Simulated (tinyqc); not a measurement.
## Short-channel transistor, virtual-source model with series resistance: effect of the temperature on the on and off currents

The current per gate width is the charge at the top of the source barrier (the virtual source) times its velocity times a saturation function; al and be are fitting constants of the model. Units: I in uA/um, Rs in ohm um, so I Rs = 1e-6 I Rs in volts; Q in uC/cm^2, so I = 1e-4 Q vx0 Fsat with vx0 in cm/s.

Intrinsic voltages Vg' = Vgs - I Rs, Vd' = Vds - 2 I Rs. n = n0 + nd Vd', VT = VT0 - dl Vd', Ff = 1/(1 + exp((Vg' - VT + al Vt/2)/(al Vt))), Q = Cinv n Vt ln(1 + exp((Vg' - VT + al Vt Ff)/(n Vt))), Vdsat = (vx0 L/mu)(1 - Ff) + Vt Ff, Fsat = u/(1 + u^be)^(1/be) with u = Vd'/Vdsat, and I = Q vx0 Fsat per width. I is solved self-consistently. Ion is I at Vgs = Vds = 0.7 V, Ioff at Vgs = 0, Vds = 0.7 V, and Rlin = Vds/I at Vgs = 0.7 V, Vds = 0.05 V. mu, vx0, VT0, dl and n0 are held fixed.

Parameters, values chosen for the exercise:
- Cinv = 3.93 uF/cm^2 (inversion capacitance)
- vx0 = 5.84e6 cm/s (velocity at the virtual source)
- mu = 630 cm^2/(V s) (apparent mobility)
- L = 12 nm (channel length)
- VT0 = 0.49 V (threshold at zero drain voltage)
- dl = 0.112 V/V (drain-induced barrier lowering)
- n0 = 1.14 (subthreshold factor)
- nd = 0.2 1/V (growth of n with drain voltage)
- al = 3.5 (threshold shift (in units of Vt) from weak to strong inversion)
- be = 1.8 (sharpness of saturation)
- Rs = 30 ohm um (series resistance of each contact)

Constants: q = 1.602176634e-19 C, kB = 1.380649e-23 J/K, Vt = kB T/q. Results are converted to the units shown.

Result of one run:

| T (K) | Ion (uA/um) | Ioff (nA/um) | log10(Ion/Ioff) | Rlin (ohm um) |
|---|---|---|---|---|
| 290 | 615.5 | 2.799 | 5.342 | 120.6 |

What becomes of these results when the temperature T is changed from 290 to 350 K, all else the same?

Result of the changed run:

| T (K) | Ion (uA/um) | Ioff (nA/um) | log10(Ion/Ioff) | Rlin (ohm um) |
|---|---|---|---|---|
| 350 | 620.7 | 29.20 | 4.328 | 120.2 |

The whole series:

| T (K) | Ion (uA/um) | Ioff (nA/um) | log10(Ion/Ioff) | Rlin (ohm um) |
|---|---|---|---|---|
| 200 | 611.2 | 0.006116 | 8.000 | 121.3 |
| 230 | 612.2 | 0.07961 | 6.886 | 121.1 |
| 260 | 613.6 | 0.5782 | 6.026 | 120.9 |
| 290 | 615.5 | 2.799 | 5.342 | 120.6 |
| 320 | 617.9 | 10.09 | 4.787 | 120.4 |
| 350 | 620.7 | 29.20 | 4.328 | 120.2 |
| 380 | 624.0 | 71.32 | 3.942 | 120.0 |
| 410 | 627.8 | 152.5 | 3.614 | 119.9 |

As T goes from 200 to 410 K, Ion rises from 611 to 628 uA/um, Ioff rises from 0.00612 to 153 nA/um and Rlin falls from 121 to 120 ohm um. Ion changes by a factor of 1.03 and Ioff by 24900.

Program tinyqc, `OMP_NUM_THREADS=1 python tinyqc.py 2380046 2380047 out.jsonl`; Intel Xeon 2.30GHz, shared host, one thread, about 0.01 s.
